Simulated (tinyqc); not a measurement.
Plane-wave Kohn-Sham cycle with exchange-only LDA in a layered model solid, step by step. One step of it, computed by the program tinyqc.

Question. Iteration 2: levels at that k. Diagonalise the Hermitian matrix.

H (hartree), order -2, -1, +0, +1, +2:
```
[[0.259617, -0.352799, -0.105313, -0.001001, -0.000458],
 [-0.352799, -0.090783, -0.352799, -0.105313, -0.001001],
 [-0.105313, -0.352799, -0.207583, -0.352799, -0.105313],
 [-0.001001, -0.105313, -0.352799, -0.090783, -0.352799],
 [-0.000458, -0.001001, -0.105313, -0.352799, 0.259617]]
```

Give: eigenvalues.

Answer.

eigenvalues (hartree): [-0.8195, -0.2353, 0.1929, 0.4821, 0.5099]
